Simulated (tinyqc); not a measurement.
MOSFET in saturation, small-signal circuit and noise: one step of the calculation.

Bias by the inversion coefficient IC = I/Ispec (charge-based model with velocity saturation; weak inversion below 0.1, strong above 10). Common-source circuit: gm, gds, Cgs, Cgd and Cj at the inner nodes, Rg in series with the gate; quasi-static, no source or drain resistance, no gate-body capacitance, no substrate network, no induced gate noise, so fmax is an upper estimate.

Task. Admittance matrix. Inner admittances at w = 2 pi f: y11 = i w (Cgs + Cgd), y12 = -i w Cgd, y21 = gm - i w Cgd, y22 = gds + i w (Cgd + Cd). Invert to Z, add Rg to Z11 and invert back to Y.

Values chosen for this exercise:
```
symbol  value  unit           meaning
f         0.7   GHz  signal frequency
```

gm = 0.17824943 mS
gds = 0.0046344853 mS
Cgs = 5.8833522 fF
Cgd = 2.8 fF
Cd = 7.3 fF
Rg = 20.128205 ohm

Give: inner y; Y with Rg.

Result.

inner y (mS):
```
                  1                 2
1  0.00000+0.03819i  0.00000-0.01232i
2  0.17825-0.01232i  0.00463+0.04442i
```

Y with Rg (mS):
```
                  1                  2
1  0.00003+0.03819i  -0.00001-0.01232i
2  0.17824-0.01245i   0.00464+0.04447i
```

Computed by the program tinyqc: `OMP_NUM_THREADS=1 python tinyqc.py 2150044 2150045 out.jsonl`, one thread of a shared Intel Xeon 2.30GHz, about 0.01 s for the whole run.
